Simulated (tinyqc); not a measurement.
Time-domain thermoreflectance: layered heat flow under a modulated pulse train, and what the signal ratio measures. Inputs raised by 5 %, one at a time. Computed by tinyqc, a small Python program. Command: `OMP_NUM_THREADS=1 python tinyqc.py 3111610 3111611 out.jsonl tdtr sens`. One thread of a shared host (Intel(R) Xeon(R) Processor @ 2.30GHz), about 0.2 s of CPU time with the checks.

Pulses repeat at 80 MHz; heat is laid down at the surface, all layers are isotropic, and the film is in perfect contact with the substrate.

Inputs (values chosen for the exercise, modelled on aluminium on sapphire): metal thickness d = 97 nm; metal conductivity = 140 W/(m K); metal heat capacity = 2.42 MJ/(m^3 K); boundary conductance G under the metal = 110 MW/(m^2 K); film thickness = 66 nm; film conductivity = 0.92 W/(m K); film heat capacity = 2.8 MJ/(m^3 K); substrate conductivity kappa = 34.4 W/(m K); substrate heat capacity C = 3.06 MJ/(m^3 K); modulation frequency f = 12 MHz; spot radius w (1/e^2, pump and probe) = 9.1 micrometre; delay t = 570 ps.

Stack: metal, film, substrate.

Method:
- For radial wave number k and angular frequency W each layer has u = sqrt(4 pi^2 k^2 + i W C/kappa) and gamma = kappa u. Surface impedance from below: Z = 1/gamma for the substrate; a layer of thickness L maps Z to (Z + tanh(u L)/gamma)/(1 + gamma Z tanh(u L)); a boundary adds 1/G.
- Response per absorbed watt H(W) = 2 pi int_0^(2/w) Z(k, W) exp(-pi^2 k^2 w^2) k dk by 20 Gauss-Legendre points.
- Signal: X + iY = sum_(m = -M..M) H(2 pi (f + m f_r)) exp(i 2 pi m f_r t) exp(-pi (m/M)^2 x 4), f_r = 80 MHz, M = 4000, with H(-W) the complex conjugate of H(W); V_in = X, V_out = Y, ratio = -V_in/V_out.

Runs:
```
input moved                                          from      to  ratio -V_in/V_out  V_in (K/mW)  V_out (K/mW)  phase of H(2 pi f) (degrees)
base run                                                -       -             1.4355      0.17346      -0.12084                       -60.255
metal thickness d (nm)                                 97  101.85             1.3908      0.16461      -0.11835                       -61.096
boundary conductance G under the metal (MW/(m^2 K))   110   115.5             1.4380      0.17320      -0.12045                       -60.208
substrate conductivity kappa (W/(m K))               34.4   36.12             1.4368      0.17364      -0.12085                       -60.199
substrate heat capacity C (MJ/(m^3 K))               3.06   3.213             1.4369      0.17364      -0.12085                       -60.198
modulation frequency f (MHz)                           12    12.6             1.4444      0.16895      -0.11697                       -61.170
spot radius w (1/e^2, pump and probe) (micrometre)    9.1   9.555             1.4305      0.15716      -0.10986                       -60.367
film thickness (nm)                                    66    69.3             1.4052      0.17179      -0.12225                       -61.083
```

Exponents ln(y'/y) / ln(x'/x):
```
input                                   ratio -V_in/V_out    V_in   V_out  phase of H(2 pi f)
metal thickness d                                  -0.648  -1.074  -0.426               0.284
boundary conductance G under the metal              0.035  -0.031  -0.066              -0.016
substrate conductivity kappa                        0.019   0.021   0.002              -0.019
substrate heat capacity C                           0.019   0.021   0.001              -0.019
modulation frequency f                              0.126  -0.541  -0.667               0.309
spot radius w (1/e^2, pump and probe)              -0.072  -2.023  -1.951               0.038
film thickness                                     -0.438  -0.199   0.239               0.280
```

Among the inputs moved here: ratio -V_in/V_out answers most in size to metal thickness d (exponent -0.648), next to film thickness (-0.438). V_in answers most in size to spot radius w (1/e^2, pump and probe) (exponent -2.023), next to metal thickness d (-1.074). Its exponent -2.023 in spot radius w (1/e^2, pump and probe): one-dimensional flow, power over area. V_out answers most in size to spot radius w (1/e^2, pump and probe) (exponent -1.951), next to modulation frequency f (-0.667). Phase of H(2 pi f) answers most in size to modulation frequency f (exponent +0.309), next to metal thickness d (+0.284).
